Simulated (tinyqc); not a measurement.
Worked calculation: recursion (Haydock) method for the local density of states: bulk site of a cubic lattice. Values are carried at full precision from step to step, so a last printed digit may differ when a step is redone from the rounded ones.

One orbital a site at energy 0, hopping -t to the 6 nearest neighbours of a cubic lattice; the start u0 is a site in the bulk, with energy V. Recursion: a_n = <u_n|H|u_n>, b_(n+1) u_(n+1) = (H - a_n) u_n - b_n u_(n-1), b > 0. G(z) = 1/(z - a0 - b1^2/(z - a1 - b2^2/(...))), z = E + i eta. After n levels the tail is b_n^2 T with the square-root terminator T = (z - sqrt(z - 2b) sqrt(z + 2b))/(2 b^2), b = 3t so that the band edges lie at -/+ 6t.

Values chosen for the exercise: t = 0.59 eV (hopping); V = 0 eV (shift of the starting site); n = 6 (levels kept); E = -1.99 eV (energy); eta = 0.029 eV (broadening).

## The coefficients

Carry the recursion for n levels; the lattice is large enough that no wall is met.

Coefficients:
```
n  a_n (eV)  b_(n+1) (eV)  b_(n+1)^2/t^2
0    0.0000       1.44520         6.0000
1    0.0000       1.77000         9.0000
2    0.0000       1.81318         9.4444
3    0.0000       1.72574         8.5556
4    0.0000       1.79897         9.2970
5    0.0000       1.76014         8.9000
```

b1^2/t^2 = 6 counts the neighbours of the start. All a_n vanish because the lattice is bipartite and V = 0. The b_n tend to a quarter of the band width, 1.770 eV.

## Moments from the coefficients

For a1 = a2 = 0: mu1 = a0, mu2 = a0^2 + b1^2, mu3 = a0^3 + 2 a0 b1^2, mu4 = a0^4 + 3 a0^2 b1^2 + b1^4 + b1^2 b2^2.

mu1 to mu4 (eV^n): 0.000  2.089  0.000  10.906

mu4/t^4 = 90 is the number of closed walks of four steps.

## The continued fraction at one energy

Start from the terminator and work up: G_i = 1/(z - a_i - S_i), S_i = b_(i+1)^2 G_(i+1), with T in place of G_n. The density is -Im G_0/pi.

Levels of the fraction:
```
i         S_i (eV)       G_i (1/eV)
5  -0.9742-1.4334i  -0.3204-0.4613i
4  -1.0369-1.4928i  -0.2956-0.4720i
3  -0.8804-1.4057i  -0.3373-0.4361i
2  -1.1090-1.4338i  -0.3021-0.5016i
1  -0.9466-1.5716i  -0.2858-0.4384i
0  -0.5970-0.9157i  -0.4917-0.3335i
```

local density of states = 0.1061 1/eV

A direct sum over the zone gives 0.1073 1/eV at the same z; 6 levels miss it by -1.1 %.

## Checks

- G from 7 levels against a direct sum over the zone at E = 5.6640 eV, above the band (1/eV): both 0.19049.

Computed by tinyqc, a small Python program: `OMP_NUM_THREADS=1 python tinyqc.py 1481392 1481393 out.jsonl` (the numbers bound the seed that draws the inputs); one thread of a shared host (Intel(R) Xeon(R) Processor @ 2.30GHz), about 0.1 s for the whole set of steps.
